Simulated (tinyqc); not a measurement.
The first four gaps: longitudinal sound in a periodic multilayer: transfer matrices, stop bands and folded phonons. Computed by tinyqc, a small Python program. Command: `OMP_NUM_THREADS=1 python tinyqc.py 3031216 3031217 out.jsonl multilayer walk`. One thread of a shared host (Intel(R) Xeon(R) Processor @ 2.30GHz), about 0.01 s of CPU time with the checks.

Layers 1 and 2 repeat with period d = d_1 + d_2; waves travel normal to the layers, without loss. State vector (u, s): displacement u and stress divided by omega. Impedances Z = rho v are in 1e6 kg/(m^2 s).

Inputs (values chosen for the exercise, modelled on gallium arsenide (layer 1), aluminium arsenide (layer 2) and gallium arsenide (substrate)):

| quantity | value | unit |
|---|---|---|
| density rho_1 | 5.22 | g/cm^3 |
| velocity v_1 | 4760 | m/s |
| thickness d_1 | 254 | nm |
| density rho_2 | 3.75 | g/cm^3 |
| velocity v_2 | 5660 | m/s |
| thickness d_2 | 303 | nm |
| substrate density | 5.41 | g/cm^3 |
| substrate velocity | 4820 | m/s |

Method:
- Z = rho v; interface reflection r = (Z_2 - Z_1)/(Z_2 + Z_1) (stress amplitude, from 1 into 2); Bragg frequency f_B = 1/[2 (d_1/v_1 + d_2/v_2)]; long-wave velocity v_eff = d/sqrt[(d_1/v_1)^2 + (d_2/v_2)^2 + (Z_1/Z_2 + Z_2/Z_1)(d_1/v_1)(d_2/v_2)].
- A layer maps (u, s) by [[cos p, sin p/Z], [-Z sin p, cos p]], p = 2 pi f d_i/v_i; one period is M = M_2 M_1, and cos(q d) = trace(M)/2.
- Gap m contains m f_B; its edges, where trace(M)/2 = (-1)^m, are found by root search. Weak-contrast estimate of the width: (4 f_B/pi) |r sin(m pi a)|, a = (d_1/v_1)/(d_1/v_1 + d_2/v_2).

Bragg frequency f_B = 4.67749 GHz

Z_1 = 24.8472

Z_2 = 21.225

interface reflection r = -0.0786201

Stop bands (GHz):

| m | lower edge | upper edge | width | weak-contrast estimate |
|---|---|---|---|---|
| 1 | 4.443 | 4.912 | 0.46871 | 0.46823 |
| 2 | 9.354 | 9.356 | 0.00237 | 0.00237 |
| 3 | 13.798 | 14.267 | 0.46870 | 0.46821 |
| 4 | 18.708 | 18.712 | 0.00474 | 0.00474 |

What follows from these numbers?

With a = 0.499, gap 1 is the widest and gap 2 the narrowest: the layers are near a quarter wave each at f_B, so the even gaps almost close. The weak-contrast estimate misses the first width by -0.1 % at |r| = 0.08. Odd gaps open at the edge of the folded zone (q = pi/d), even ones at its centre.
